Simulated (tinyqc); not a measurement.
Worked calculation: interdiffusion of a quantum well during annealing: blurred potential and shift of the confined levels. Computed by tinyqc, a small Python program that keeps every step. Command: `OMP_NUM_THREADS=1 python tinyqc.py 3020343 3020344 out.jsonl qwi walk`. One thread of a shared host (Intel(R) Xeon(R) Processor @ 2.30GHz), about 0.07 s of CPU time with the checks. Intermediate numbers are printed to about 6 digits and carried at full precision; extremes and crossings named in words are read from the listed rows.

A square well of width w is blurred by Fick diffusion with a constant coefficient; band offsets are linear in composition, masses are uniform, and strain and excitons are ignored.

Inputs (values chosen for the exercise, modelled on SiGe in silicon (holes and electrons as a model)):
```
quantity               value    unit
well width w             4.2      nm
electron mass m_e      0.191     m_0
hole mass m_h           0.29     m_0
conduction offset V_c  0.031      eV
valence offset V_v       0.2      eV
prefactor D0             0.3  cm^2/s
activation energy E     4.07      eV
anneal temperature T     910       C
anneal time t           1200       s
```

Constants: k_B = 8.617333262e-05 eV/K; hbar^2/(2 m_0) = 3.80998212 eV angstrom^2.

## Diffusion length

D = D0 exp(-E/(k_B T)); L = sqrt(D t); share of well material at the centre erf(w/(4L)); 1 nm = 1e-7 cm. Temperatures in kelvin are T(C) + 273.15.

diffusivity D = 1.38178e-18 cm^2/s

diffusion length L = 0.407202 nm

ratio L/w = 0.0969528

share at the centre = 0.999734

## Levels before the anneal

Square well, ground state: take the lowest root of k tan(k w/2) = kappa, k^2 = E/c, kappa^2 = (V - E)/c, c = hbar^2/(2m) with hbar^2/(2 m_0) in eV angstrom^2.

electron level before the anneal = 19.4662 meV

hole level before the anneal = 37.5476 meV

Caution: the well mass is used in the barriers too; a heavier barrier mass would lower these levels.

## Levels after the anneal

With L = sqrt(D t) and the share at the centre erf(w/(4L)). After the anneal: V(z) = V {1 - (1/2)[erf((w/2 - z)/(2L)) + erf((w/2 + z)/(2L))]}, energies counted from the original well bottom. Finite differences on 3000 points over |z| < w/2 + 6L + 25 nm; shifts are taken against the same grid with cell-averaged square steps. Rise of the bottom = V (1 - share at the centre). Overlap = |<electron|hole>|^2.

shift of the electron level = 0.423 meV

shift of the hole level = 7.561 meV

blue shift of the transition = 7.984 meV

rise of the gap at the centre = 0.0613709 meV

overlap = 0.7143

The centre is still intact, so the shift comes from rounded edges that narrow the lower part of the well.

## Shift against diffusion length

First-order estimate for small L: the shift is 2 L^2 V |d(psi^2)/dz| at an edge, with psi the normalised square-well state: psi^2 = cos^2(k z)/(w/2 + 1/kappa) inside, so |d(psi^2)/dz| = k sin(k w)/(w/2 + 1/kappa).

Shifts (meV):
```
L/w   L (nm)  share at the centre  electron     hole      sum  first-order sum
0.02   0.084                    1     0.021    0.371    0.392         0.414009
0.04   0.168                    1     0.079    1.417    1.497          1.65604
0.07   0.294             1.000000     0.231    4.101    4.332          5.07161
0.1     0.42             0.999593     0.447    8.012    8.459          10.3502
0.15    0.63             0.981578     0.911   16.925   17.835          23.2880
0.2     0.84             0.922900     1.448    27.81   29.258          41.4009
0.3     1.26             0.761407     2.544   49.828   52.372          93.1521
0.45    1.89             0.567942     3.941    75.19   79.131          209.592
0.7     2.94             0.386495     5.558  100.257  105.815          507.161
1        4.2             0.276326     6.773  116.447  123.221          1035.02
```

The sum grows as L^1.93 between the first rows (L^2, linear in time, in first order) and as L^0.43 between the last, as it bends towards the limit V_c + V_v less the original levels, 174.0 meV. The first-order form is off by +6 % in the first row and +22 % at L/w = 0.1; it needs L well below the decay length 1/kappa. At L/w = 0.2 the hole level has moved by the larger share of its offset (13.9 % for the hole, 4.7 % for the electron).

Checks made by the program: finite differences against the square-well equation (relative difference 3e-05).
